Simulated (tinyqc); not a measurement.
Schottky barrier with interface states (Cowley-Sze model), image lowering and contact resistance: one step, computed by the program tinyqc.

An n-type semiconductor under a metal. The barrier lies between the Schottky-Mott limit phi_M - chi and the Bardeen limit E_g - E_n, E_n being the neutrality level of the interface states; the space-charge term of the full Cowley-Sze expression is left out.

Problem. Tunnelling scale and contact resistivity. A* = 4 pi e m_e M_c k_B^2/h^3 (a simple valley count); J_s = A* T^2 exp(-phi/k_B T). E_00 = (e hbar/2) sqrt(N/(m_e eps_s eps_0)), E_0 = E_00 coth(E_00/k_B T); scaling form of the contact resistivity rho_c = (k_B/(e A* T)) exp(phi_B/E_0), which is the thermionic result when E_00 << k_B T and keeps only the leading exponential of tunnelling when E_00 >> k_B T; image lowering is left out of it.

Inputs (values chosen for the exercise, with gap, mass and screening modelled on GaSb): dielectric constant eps_s = 15.8; electron mass m_e = 0.0405 m_0; valleys M_c = 1; donor density N = 1.1e+16 cm^-3; temperature T = 300 K.

Pinning factor from: interface states.

barrier phi_B = 0.4033502 eV

Constants: k_B = 8.617333262e-05 eV/K; hbar = 1.054571817e-34 J s; m_0 = 9.1093837015e-31 kg; eps_0 = 8.8541878128e-12 F/m; e = 1.602176634e-19 C; k_B = 1.380649e-23 J/K; h = 6.62607015e-34 J s.

Give: E_00; E_00/k_B T; E_0; contact resistivity rho_c.

Solution.

E_00 = 0.002434 eV

E_00/k_B T = 0.09416

E_0 = 0.02593 eV

contact resistivity rho_c = 0.3365 ohm cm^2

With the usual bounds 0.5 and 5 on E_00/k_B T the regime is thermionic emission.
